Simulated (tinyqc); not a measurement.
Transmission against energy, and which matching rule a chain obeys: heterojunction of two tight-binding chains.

Left chain: hopping -t1, sites at 2 t1 (band bottom 0). Right chain: hopping -t2, sites at dE + 2 t2 (bottom dE). t = c/(m a^2), c = hbar^2/2m0. The bond across the interface is -tc with tc = f sqrt(t1 t2), and the last left site has the extra energy U. In a chain E = bottom + 2t (1 - cos(ka)); the surface Green function of a half chain is g = -exp(ika)/t, with Im k > 0 where cos(ka) > 1.

Constants: hbar^2/2m0 = 3.80998211 eV angstrom^2.

Values chosen for the exercise (masses and offset of the size met at Si / SiGe; the results hold for these values, not for the real material):
- a = 3 angstrom (site spacing)
- m1 = 0.204 m0 (mass on the left)
- m2 = 0.19 m0 (mass on the right)
- dE = 0.15 eV (band offset)
- f = 1 (factor on the interface hopping)
- U = -1.19 eV (extra energy on the last left site)

Chain A is the junction as given; chain B has tc = sqrt(t1 t2) and U = 0; chain C has tc = t2 and U = t2 - t1, the finite-difference form of -d/dx (c/m) d/dx. Continuum formulas T = 4 x y/(x + y)^2 with parabolic k: x, y = k/m on each side (BenDaniel-Duke) or x, y = k (slope continuous).

T:

| E - dE (eV) | E (eV) | chain A | chain B | chain C | k/m matched | k matched |
|---|---|---|---|---|---|---|
| 0.002 | 0.152 | 0.0698 | 0.3563 | 0.3771 | 0.3798 | 0.3589 |
| 0.005 | 0.155 | 0.1085 | 0.5004 | 0.5258 | 0.5291 | 0.5036 |
| 0.010 | 0.160 | 0.1507 | 0.6229 | 0.6501 | 0.6537 | 0.6264 |
| 0.020 | 0.170 | 0.2083 | 0.7439 | 0.7704 | 0.7738 | 0.7474 |
| 0.050 | 0.200 | 0.3156 | 0.8753 | 0.8965 | 0.8992 | 0.8782 |
| 0.100 | 0.250 | 0.4243 | 0.9392 | 0.9547 | 0.9566 | 0.9415 |
| 0.200 | 0.350 | 0.5518 | 0.9740 | 0.9839 | 0.9852 | 0.9755 |
| 0.400 | 0.550 | 0.6806 | 0.9895 | 0.9954 | 0.9962 | 0.9906 |

Chain C follows the k/m rule within 0.0035 and chain B the plain k rule within 0.0035, while the two rules differ by up to 0.0273: in B the self-energy of the right side is -t1 exp(i k2 a), so only k2 enters, and in C it is -t2 exp(i k2 a), which carries 1/m2. Chain A, with f = 1 and U = -1.19 eV, has an interface term of its own and lies up to 0.5597 from B and 0.5809 from C.

Computed by tinyqc, a small Python program: `OMP_NUM_THREADS=1 python tinyqc.py 1480748 1480749 out.jsonl` (the numbers bound the seed that draws the inputs); one thread of a shared host (Intel(R) Xeon(R) Processor @ 2.30GHz), about 0.01 s for the whole set of steps.
